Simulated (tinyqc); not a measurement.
p-n junction with a stepped n side, non-linear Poisson equation by Newton steps: starts and damping rules compared.

One dimension, p side on the left, n side on the right; net doping C = -Na for x < 0, +N1 for 0 < x < L1 and +Nd beyond. The potential psi is counted from the intrinsic level, and the quasi-Fermi potentials are flat: 0 for holes and -V for electrons, so n = ni exp((psi + V)/Vt) and p = ni exp(-psi/Vt) (Boltzmann statistics, full ionisation, no current). Under reverse bias this makes the minority densities vanishingly small everywhere; they play no part in the charge.

a_i = eps0 eps_r/h_i for the interval from node i to i + 1, with h_i = x_(i+1) - x_i in cm.

n_i = ni exp((psi_i + V)/Vt), p_i = ni exp(-psi_i/Vt), rho_i = p_i - n_i + C_i, g_i = (n_i + p_i)/Vt. Box widths w_i = (h_(i-1) + h_i)/2 in cm. Residual F_i = a_i (psi_(i+1) - psi_i) - a_(i-1) (psi_i - psi_(i-1)) + q rho_i w_i; Jacobian: a_(i-1) and a_i beside the diagonal, b_i = -a_(i-1) - a_i - q g_i w_i on it. The two end nodes are fixed.

Iterations until the largest undamped |d| is below 1e-9 V (the last, tiny step is counted), with a cap of 100; "overflow" would mean that an exponential left the range of double precision. Starts:
- neutral: psi_p = -Vt ln(Na/ni) on nodes with x < 0 and psi_n = Vt ln(Nd/ni) - V on the others.
- depletion: The parabolas of an abrupt Na-Nd junction in the depletion approximation: psi_p + q Na (x + xp)^2/(2 eps0 eps_r) for -xp < x < 0, psi_n - q Nd (xn - x)^2/(2 eps0 eps_r) for 0 < x < xn, flat outside, with W = sqrt(2 eps0 eps_r (psi_n - psi_p)(1/Na + 1/Nd)/q), xp = W Nd/(Na + Nd), xn = W Na/(Na + Nd), psi_p = -Vt ln(Na/ni), psi_n = Vt ln(Nd/ni) - V.
- linear: A straight line in x from psi_p = -Vt ln(Na/ni) at the first node to psi_n = Vt ln(Nd/ni) - V at the last.

Rules for the step d, which solves the tridiagonal system a_(i-1) d_(i-1) + b_i d_i + a_i d_(i+1) = -F_i:
- full Newton steps: the full step is added.
- logarithmic damping: each component d is damped to sign(d) Vt ln(1 + |d|/Vt) before it is added.
- steps capped at 4 Vt: if the largest |d| exceeds 4 Vt, the whole step is scaled down so that it equals 4 Vt.
- halved steps: half of the step is added while the largest |d| exceeds 1.5 Vt, the full step after that.

Values chosen for this exercise; band and dielectric values close to those of 4H silicon carbide:
- T = 300 K (temperature)
- Eg = 3.31 eV (band gap)
- eps_r = 9.77 (relative permittivity)
- Nc = 1.67e19 cm^-3 (conduction-band density of states at T)
- Nv = 2.5e19 cm^-3 (valence-band density of states at T)
- Na = 5.1e16 cm^-3 (acceptor density of the p side)
- Nd = 3.2e17 cm^-3 (donor density of the n side)
- V = -6.5 V (bias of the p side against the n side)
- L1 = 21 nm (width of the first n layer)
- N1 = 9.6e17 cm^-3 (donor density of the first n layer)

Constants: q = 1.602176634e-19 C, kB = 1.380649e-23 J/K, Vt = kB T/q, eps0 = 8.8541878128e-14 F/cm where lengths are in cm. Results are converted to the units shown.

```
node  x (nm)  net doping C (cm^-3)
0      -1480               -5.1e16
1       -483               -5.1e16
2       -152               -5.1e16
3      -42.3               -5.1e16
4         -6               -5.1e16
5          6                9.6e17
6       18.9                9.6e17
7       32.9                3.2e17
8         48                3.2e17
9       64.3                3.2e17
10      81.8                3.2e17
11       101                3.2e17
12       121                3.2e17
13       143                3.2e17
14       167                3.2e17
```

ni = 3.21775e-9 cm^-3

Iterations needed:
```
           full Newton steps  logarithmic damping  steps capped at 4 Vt  halved steps
neutral                   17                   79                    87            14
depletion                 28                   17                    13            11
linear              overflow                   67                    74      over 100
```

What does the table show?

The fewest iterations, 11, are needed by halved steps from the depletion start. No result within 100 iterations: full Newton steps from the linear start; halved steps from the linear start. Lowest count for the worst start: logarithmic damping, at most 79 iterations.

Computed by the program tinyqc: `OMP_NUM_THREADS=1 python tinyqc.py 2000096 2000097 out.jsonl`, one thread of a shared Intel Xeon 2.30GHz, about 0.07 s for the whole run.
